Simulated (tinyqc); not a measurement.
Layer against dose: implant damage, amorphisation by cascade overlap, and solid-phase epitaxial regrowth. Computed by tinyqc, a small Python program. Command: `OMP_NUM_THREADS=1 python tinyqc.py 3111132 3111133 out.jsonl sper walk`. One thread of a shared host (Intel(R) Xeon(R) Processor @ 2.30GHz), about 0.01 s of CPU time with the checks.

Range and width of the damage are inputs. Dynamic annealing enters only through the surviving share f.

Inputs (values chosen for the exercise, modelled on antimony ions in silicon):
```
quantity                           value    unit
atomic density N                    49.9  1/nm^3
ion Z1                                51       -
ion mass M1                        121.8       u
target Z2                             14       -
target mass M2                     28.09       u
ion energy E                         150     keV
displacement energy E_d               15      eV
depth of the damage peak R_d          66      nm
width of the damage profile s_d       30      nm
share of defects that survive f      0.4       -
critical displaced share x_c        0.14       -
dose Q                           1.8e+15  1/cm^2
```

Constants: a_0 = 0.529177210903 angstrom; e^2/(4 pi eps_0) = 14.39964548 eV angstrom.

Method. Robinson partition: eps = E a M2/(Z1 Z2 (e^2/(4 pi eps_0)) (M1 + M2)), a = 0.8853 a_0/sqrt(Z1^(2/3) + Z2^(2/3)); k = 0.0793 Z1^(2/3) Z2^(1/2) (M1 + M2)^(3/2)/((Z1^(2/3) + Z2^(2/3))^(3/4) M1^(3/2) M2^(1/2)); damage energy T_d = E/(1 + k (eps + 0.40244 eps^(3/4) + 3.4008 eps^(1/6))); displacements nu = 0.8 T_d/(2 E_d). Displaced share x(z) = f nu Q exp(-(z - R_d)^2/(2 s_d^2))/(sqrt(2 pi) s_d N); the layer is amorphous where x > x_c, between R_d -/+ s_d sqrt(2 ln(x_max/x_c)), the upper edge being cut at the surface. Threshold dose Q_c = Q x_c/x_max.

threshold dose Q_c = 4.47610e+13 1/cm^2

displacements per ion nu = 2934.14

Dose series; the last column is f nu Q erfc((z2 - R_d)/(sqrt2 s_d))/2:
```
Q (1/cm^2)   x_max  upper edge (nm)  lower edge (nm)  displaced atoms beyond z2 (1/cm^2)
4.92e+13    0.1539           52.954            79.05                          1.9161e+16
6.71e+13    0.2099           39.005            92.99                          1.4499e+16
1.12e+14    0.3503           25.369           106.63                          1.1542e+16
1.79e+14    0.5599           16.051           115.95                          1.0076e+16
3.13e+14    0.9790            6.833           125.17                          8.9234e+15
5.37e+14    1.6796            0.000           132.88                          8.1305e+15
1.12e+15    3.5031            0.000           142.13                          7.3356e+15
2.24e+15    7.0061            0.000           149.92                          6.7704e+15
```

What does the comparison show, and why?

A dose 46 times larger moves the lower edge from 79.0 to 150 nm, as the root of a logarithm, and the damage beyond it falls by a factor 2.8, since the edge lies on an ever steeper tail. The layer reaches the surface at Q_c exp(R_d^2/(2 s_d^2)) = 5.03e14 per cm^2.
